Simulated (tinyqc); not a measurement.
# Random telegraph noise from one oxide trap in a small MOSFET, step by step

Program tinyqc, `OMP_NUM_THREADS=1 python tinyqc.py 2710025 2710026 out.jsonl`; Intel Xeon 2.30GHz, shared host, one thread, about 0.01 s. Printed values are rounded.

An acceptor-like trap exchanges electrons with the channel. Inversion charge Q = Cox u, u = n Vt W0(exp((Vg - VT)/(n Vt))), W0 the Lambert function, n = nf, Cox = eps0 eox/tox; linear regime Id = (W/L) mu Q Vd. Relative to threshold the surface potential rises by Vt ln(u/u0) and the oxide voltage by the rest of Vg - VT, with u0 = n Vt W0(1).

Parameters, values chosen for the exercise; values of the order met in silicon transistors:
```
symbol    value        unit                                                                 meaning
T           200           K                                                             temperature
eox         3.9              relative permittivity of the gate insulator (close to silicon dioxide)
tox         2.4          nm                                                     insulator thickness
xt         0.21          nm                            depth of the trap from the channel interface
E0         0.08          eV                   trap level above the channel Fermi level at threshold
s0        4e-15        cm^2                                                       capture prefactor
EB         0.46          eV                                    capture barrier (lattice relaxation)
lt         0.15          nm                                                 tunnelling decay length
vth       1.8e7        cm/s                                                        thermal velocity
zi          2.1          nm                                        thickness of the inversion layer
VT         0.36           V                                                       threshold voltage
nf          1.1                                                                         body factor
W            88          nm                                                              gate width
L           180          nm                                                             gate length
mu          250  cm^2/(V s)                                                                mobility
asc     1.2e-15         V s                              scattering coefficient of the charged trap
Vd          0.1           V                                                           drain voltage
Vg         0.71           V                                                            gate voltage
```

Constants: q = 1.602176634e-19 C, kB = 1.380649e-23 J/K, Vt = kB T/q, eps0 = 8.8541878128e-14 F/cm where lengths are in cm. Results are converted to the units shown.

Range of the model: VT is taken as given; short-channel effects and the uneven flow of current among few electrons are left out.

## Trap level, time constants and occupancy

N = Cox u/q; dpsi = Vt ln(u/u0); E = E0 - dpsi - (xt/tox)(Vg - VT - dpsi); capture time tc = 1/[(N/zi) vth s0 exp(-xt/lt - EB/Vt)]; emission time te = tc exp(-E/Vt); occupancy te/(tc + te).

u = 0.297787 V
N = 2.67422e12 cm^-2
dpsi = 0.0572413 V
E = -0.00285767 eV
tc = 1.72660 s
te = 2.03799 s
occupancy = 0.541358

The trap lies 0.17 Vt below the Fermi level, so it is filled most of the time.

## Step height

A = W L; threshold step dV = q (1 - xt/tox)/(Cox A); gm/Id = 1/(u + n Vt); relative step dI/I = (gm/Id) dV + asc mu/A. Id as defined.

electrons in the channel N A = 423.596
dV = 0.641484 mV
gm/Id = 3.15712 1/V
number part of dI/I = 0.202524 %
dI/I = 0.391918 %
Id = 5.23670 uA
dI = 20.5236 nA

## Lorentzian spectrum

Spectrum S(f) = 4 dI^2/{(tc + te)[(1/tc + 1/te)^2 + (2 pi f)^2]}; corner fc = (1/tc + 1/te)/(2 pi); variance dI^2 tc te/(tc + te)^2. Give S at f = 0, at fc and at 10 fc.

fc = 0.170272 Hz
S(0) = 3.91021e-16 A^2/Hz
S(fc) = 1.95510e-16 A^2/Hz
S(10 fc) = 3.87149e-18 A^2/Hz
rms current = 10.2266 nA

The rms value is 0.498 of the step; it reaches its largest share, 1/2, when tc = te.
